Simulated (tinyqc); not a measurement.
Monte Carlo simulation of one carrier in a uniform electric field: one step, computed by the program tinyqc. Command: `OMP_NUM_THREADS=1 python tinyqc.py 3026941 3026942 out.jsonl mcfl walk`. One thread of a shared host (Intel(R) Xeon(R) Processor @ 2.30GHz), about 1 s of CPU time with the checks.

The force e F acts along +z. Flights end at the constant total rate Gamma; the part of Gamma that the real rates do not fill is self-scattering, which leaves k unchanged. One valley, no impurities; equivalent final valleys enter only through Z_f in the optical rate.

Question. Scattering event 2. Kane band: hbar^2 k^2/(2 m) = E (1 + alpha E), speed v = hbar k/(m (1 + 2 alpha E)), states per spin, volume and energy g(E) = m k (1 + 2 alpha E)/(2 pi^2 hbar^2); overlap factors are set to 1. Masses are multiplied by m_0 and all formulas are in SI units. Phonon occupation N_q = 1/(exp(hbar w/(k_B T)) - 1). Acoustic deformation potential (elastic, equipartition, absorption and emission together): 1/tau = 2 pi k_B T D_A^2 g(E)/(hbar rho v_l^2). Optical or intervalley deformation potential: 1/tau = (pi Z_f D_o^2/(rho w)) [N_q g(E + hbar w) + (N_q + 1) g(E - hbar w)], with g = 0 below the band edge. Choice: with cumulative rates in the order acoustic, absorption, emission, the process is the first whose sum exceeds r2 Gamma; if none, self-scattering. Final state: E' = E, E + hbar w or E - hbar w gives k'. Isotropic processes: cos(theta) = 1 - 2 r3 from the z axis, phi = 2 pi r4, k' (sin theta cos phi, sin theta sin phi, cos theta). Use row 2 of the random numbers.

Inputs (values chosen for the exercise, for a model non-polar semiconductor):
```
quantity,value,unit
effective mass m,0.353,m_0
non-parabolicity alpha,0.42,1/eV
density rho,4670,kg/m^3
sound velocity v_l,8800,m/s
acoustic deformation potential D_A,10,eV
phonon energy hbar w,51.8,meV
optical or intervalley deformation potential D_o,4.2,1e8 eV/cm
final valleys Z_f,3,-
lattice temperature T,150,K
```

Crystal: non-polar. Band: Kane.

k at the end of the flight (1/nm): [0.0950000, -0.2000000, -0.0240794]

Random numbers (0.02 to 0.98, from up to 60 sets tried for early real events), one row a flight:
```
,r1,r2,r3,r4
1,0.1411,0.8817,0.8792,0.6224
2,0.9234,0.5438,0.4077,0.3936
3,0.4745,0.2725,0.6560,0.0498
4,0.3381,0.2291,0.4348,0.2196
5,0.2802,0.2611,0.9478,0.9179
6,0.4467,0.1681,0.3140,0.4356
7,0.2597,0.4517,0.8831,0.1796
```

Gamma = 12.11324 1e12/s

Constants: hbar = 1.054571817e-34 J s; m_0 = 9.1093837015e-31 kg; e = 1.602176634e-19 C; k_B = 1.380649e-23 J/K; hbar = 6.582119569e-16 eV s; k_B = 8.617333262e-05 eV/K.

Give: cumulative rates; r2 Gamma; process chosen; k after event 2, the start of the next flight.

Answer.

cumulative rates (1e12/s): acoustic 0.2870, absorption 0.3113, emission 0.3113

r2 Gamma = 6.587 1e12/s

Process chosen: self-scattering

k after event 2, the start of the next flight (1/nm): [0.0950, -0.2000, -0.0241]
